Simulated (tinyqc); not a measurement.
Comparisons within one model: polytypes by hexagonality, and a cubic inclusion as a quantum well. A value that a table varies takes the place of the one given here.

Gap: E3 + (Es - E3) h/hs for h up to hs, then linear from Es to E2 at h = 1. Valence top Ev2 h and polarisation P2 h, both counted from 3C; Ec = Ev + gap.

A cubic inclusion of width L = N d in the host (h = 0.5) is a well of depth V = Ec(host) - Ec(3C). Square well with mass mismatch: k tan(k L/2) = (m_w/m_b) q, k = sqrt(m_w E/c), q = sqrt(m_b (V - E)/c), c = hbar^2/2m0, lowest root. The depth of the level, V - E, is its binding, and the transition to the valence top of the host is gap(host) - (V - E). The step in polarisation gives a field |F| = |P|/(eps eps0) in a thin inclusion, eps0 = 8.8541878e-12 F/m.

Constants: hbar^2/2m0 = 3.80998211 eV angstrom^2.

Inputs chosen for the exercise (of the order of those of SiC; shifted at random, so the results belong to these values and not to a real crystal):
- E3 = 2.397 eV (gap of the cubic polytype)
- E2 = 3.313 eV (gap of 2H)
- Ev2 = 0.143 eV (valence top of 2H above that of 3C)
- P2 = -0.049 C/m^2 (spontaneous polarisation of 2H)
- Es = 3.291 eV (gap at the hexagonality hs)
- hs = 0.5 (hexagonality up to which the first line holds)
- m = (0.326, 0.313) m0 (electron mass along c in the cubic layer and in the host)
- d = 2.514 angstrom (thickness of a double layer)
- eps = 10.1 (dielectric constant)
- N = 3 (double layers in the cubic inclusion)

## Width of the inclusion

Without the field: square well. With it, the potential inside is |F| (z - L/2), the host conduction edge lies at V - |F| L/2 on one side and V + |F| L/2 on the other, and the lowest level E_F is found by finite differences (step 0.25 angstrom, wide box, good to about 1 meV). Holes sit in the host on the high side, so the transition is gap(host) - V + E_F - |F| L/2. A dash: bound by less than 2 meV or not at all.

Results:
```
N   L (angstrom)  depth (eV)  transition (eV)  depth below the low side, with field (eV)  transition with field (eV)
1           2.51       0.104            3.187                                      0.073                       3.149
2           5.03       0.299            2.992                                      0.235                       2.919
3           7.54       0.467            2.824                                      0.369                       2.715
4          10.06       0.587            2.704                                      0.459                       2.557
6          15.08       0.732            2.559                                      0.546                       2.332
8          20.11       0.809            2.482                                      0.575                       2.165
12         30.17       0.882            2.409                                      0.584                       1.881
```

The square well binds a level even at N = 1 (104 meV), as any symmetric one-dimensional well does; the depth grows to 882 of 966 meV, and the transition tends to E3 - Ev(host) = 2.325 eV. With the field the level is bound by 2 meV or more for N = 1, 2, 3, 4, 6, 8 and 12, and the transition is lowered by 37 meV at N = 1 and 528 meV at N = 12, where |F| L/2 = 413 meV. Free carriers or surface charge screen the field and the step between the two sides, and the attraction to the hole, left out here, binds the electron further.

## The same inclusion in several hosts

h from the stacking: 8H 1/4, 6H 1/3, 15R 2/5, 4H 1/2, 9R 2/3, 2H 1. V = Ec(host) - Ec(3C); square-well level from k tan(k L/2) = (m_w/m_b) q, k = sqrt(m_w E/c), q = sqrt(m_b (V - E)/c), L = N d; |F| = |P|/(eps eps0), eps0 = 8.8541878e-12 F/m.

Results:
```
host      h  gap (eV)  V (eV)  depth (eV)  |F| (MV/cm)
8H    0.250     2.844   0.483       0.161         1.37
6H    0.333     2.993   0.644       0.254         1.83
15R   0.400     3.112   0.772       0.335         2.19
4H    0.500     3.291   0.966       0.467         2.74
9R    0.667     3.298   0.997       0.489         3.65
2H    1.000     3.313   1.059       0.534         5.48
```

From 8H to 4H the well deepens by a factor of 2.00 and the bound level by 2.90, between the limits of a wide well (as V) and a thin one (as V^2); in 4H the level keeps 48 % of V; from 4H to 2H the gap gains only 22 meV while the field doubles. The depths leave the field out, although its drop |F| L reaches 413 meV in 2H.

## What each parameter does

Well depth, depth of the level, transition without the field and field. Each row changes one parameter from the base and keeps the others.

Results:
```
case                   V (eV)  depth (eV)  transition (eV)  |F| (MV/cm)
base                   0.9655      0.4668           2.8242        2.740
N = 4                  0.9655      0.5873           2.7037        2.740
Ev2 = 0.173 eV         0.9805      0.4774           2.8136        2.740
E3 = 2.377 eV          0.9855      0.4809           2.8101        2.740
E2 = 3.343 eV          0.9655      0.4668           2.8242        2.740
P2 = -0.0637 C/m^2     0.9655      0.4668           2.8242        3.562
eps = 11.1             0.9655      0.4668           2.8242        2.493
m = (0.391, 0.313) m0  0.9655      0.4819           2.8091        2.740
```

The largest shifts from the base row, up to three for each result and ties (the steps differ in size, so this ranks the rows, not the parameters). V (eV): E3 +0.0200, Ev2 +0.0150; unchanged at the printed digits by N, E2, P2, eps and m. depth (eV): N +0.1206, m +0.0152, E3 +0.0142; unchanged at the printed digits by E2, P2 and eps. transition (eV): N -0.1206, m -0.0152, E3 -0.0142; unchanged at the printed digits by E2, P2 and eps. |F| (MV/cm): P2 +0.822, eps -0.247; unchanged at the printed digits by N, Ev2, E3, E2 and m.

Program tinyqc; command `OMP_NUM_THREADS=1 python tinyqc.py 1850835 1850836 out.jsonl`; about 0.04 s on one thread of a shared Intel(R) Xeon(R) Processor @ 2.30GHz.
